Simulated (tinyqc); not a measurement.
From critical pumping speed back to target area A_t: Berg model of reactive sputtering of a nitride or oxide: poisoning, hysteresis and pumping speed. Computed by tinyqc, a small Python program. Command: `OMP_NUM_THREADS=1 python tinyqc.py 3009527 3009528 out.jsonl berg inv`. One thread of a shared host (Intel(R) Xeon(R) Processor @ 2.30GHz), about 0.05 s of CPU time with the checks.

A diatomic gas reacts with bare metal on the target and on the collecting surfaces; ions remove metal and compound from the target. theta_t and theta_c are the compound fractions.

Inputs (values chosen for the exercise, close to those used for tantalum nitride): ion current density J = 16 mA/cm^2; collecting area A_c = 4100 cm^2; metal yield Y_m = 0.48; compound yield Y_c = 0.19; sticking coefficient alpha = 0.51; reactive atoms per metal atom z = 1; gas mass M = 28 u; pumping speed S = 31 l/s; gas temperature T = 300 K.

Constants: e = 1.602176634e-19 C; u = 1.6605390666e-27 kg; k_B = 1.380649e-23 J/K.

Method. Ion flux j = J/e; gas flux F = P/sqrt(2 pi M k_B T). Target: (2/z) alpha F (1 - theta_t) = j Y_c theta_t. Sputtered flows F_c = j Y_c theta_t A_t, F_m = j Y_m (1 - theta_t) A_t. Collector: (2/z) alpha F (1 - theta_c) A_c + F_c (1 - theta_c) = F_m theta_c. Gas use Q = alpha F [(1 - theta_t) A_t + (1 - theta_c) A_c] + P S/(k_B T); 1 sccm = 4.4780e17 molecules/s. Rate R = F_m + F_c, given relative to j Y_m A_t. P is a single-valued function of the flow Q only if dQ/dP > 0 everywhere: S must exceed k_B T times the steepest fall of the surface terms with P.

Problem. A run gave the result below. Find the target area A_t, known to lie between 85 and 220 cm^2.

critical pumping speed = 237.7591 l/s

Solution.

Each step takes the trial c = (a f_b - b f_a)/(f_b - f_a), f being the result less the target and a, b, c the logarithms of the listed values; c replaces end b, the old b replaces a if the sign of f changed, and otherwise f_a is halved.

Scan of the range:
```
target area A_t (cm^2)  critical pumping speed (l/s)
85.0                                         183.046
99.6                                         198.015
117.0                                        213.614
137.0                                        229.163
160.0                                        244.568
188.0                                        260.534
220.0                                        275.882
```

False position (Illinois rule, in the logarithm of the input) inside the bracket:
```
step    end a    end b    trial  critical pumping speed (l/s)
1     137.000  160.000  149.393                       237.755
2     160.000  149.393  149.400                       237.759
3     160.000  149.400  149.400                       237.759
4     149.400  149.400  149.400                       237.759
```

Critical pumping speed rises at every point of a 13-point scan of the range (every second point is shown), so one value fits; it is bracketed by 137 and 160. Answer: target area A_t = 149.4 cm^2.
